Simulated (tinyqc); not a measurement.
# Worked calculation: Joule-heated wire on a substrate, fin equation

Numbers from tinyqc (`OMP_NUM_THREADS=1 python tinyqc.py 2520043 2520044 out.jsonl`; about 0.01 s on one thread of a shared Intel Xeon 2.30GHz). Printed values are rounded.

A wire of length L loses heat along itself to two contacts and sideways to the substrate: kap A theta'' - g theta + p = 0 with theta = T - T0 and p = p0. Each end passes the heat flow theta/Rc to its contact. Constant conductivity, diffusive heat flow.

Inputs (values chosen for the exercise):
```
symbol,value,unit,meaning
T0,350,K,temperature of substrate and contacts
kap,23,W/(m K),conductivity along the wire
A,1500,nm^2,cross-section
g,0.53,W/(m K),conductance per length to the substrate
L,2000,nm,length between the contacts
Rc,4.6,K/uW,thermal resistance of each contact
p0,0.093,uW/nm,heating per length
```

## Healing length

LH = sqrt(kap A/g); far from the contacts uniform heating p0 would give theta = p0/g.

LH = 255.136 nm
L/LH = 7.83896
p0/g = 175.472 K

## The tridiagonal system

Nodes x_i = i h, h = L/10; box widths w_i = h (h/2 at the ends); c = kap A/h; equation of node i: -c theta_(i-1) + d_i theta_i - c theta_(i+1) = b_i with d_i = 2 c + g w_i, b_i = p(x_i) w_i; at the end nodes d = c + g h/2 + 1/Rc and the missing neighbour is dropped.

c = 0.1725 uW/K

| node | d (uW/K) | b (uW) |
|---|---|---|
| 0 | 0.442891 | 9.3 |
| 1 | 0.451 | 18.6 |
| 2 | 0.451 | 18.6 |
| 3 | 0.451 | 18.6 |
| 4 | 0.451 | 18.6 |
| 5 | 0.451 | 18.6 |
| 6 | 0.451 | 18.6 |
| 7 | 0.451 | 18.6 |
| 8 | 0.451 | 18.6 |
| 9 | 0.451 | 18.6 |
| 10 | 0.442891 | 9.3 |

## Temperature rise

Solve -c theta_(i-1) + d_i theta_i - c theta_(i+1) = b_i for nodes 0 to 10.

| node | theta (K) |
|---|---|
| 0 | 70.239 |
| 1 | 126.424 |
| 2 | 152.469 |
| 3 | 164.380 |
| 4 | 169.475 |
| 5 | 170.884 |
| 6 | 169.475 |
| 7 | 164.380 |
| 8 | 152.469 |
| 9 | 126.424 |
| 10 | 70.239 |

The hottest node is 5, at 170.9 K above T0; a mesh of 800 steps gives a peak of 171.2 K, so the coarse value is 0.17 % below it. On the fine mesh 84.3 % of the heat leaves through the substrate and the rest through the contacts.

## Closed form at the middle

theta(L/2) = (p0/g)[1 - 1/(cosh(L/(2 LH)) + Rc g LH sinh(L/(2 LH)))], LH = sqrt(kap A/g).

theta(L/2) = 171.177 K
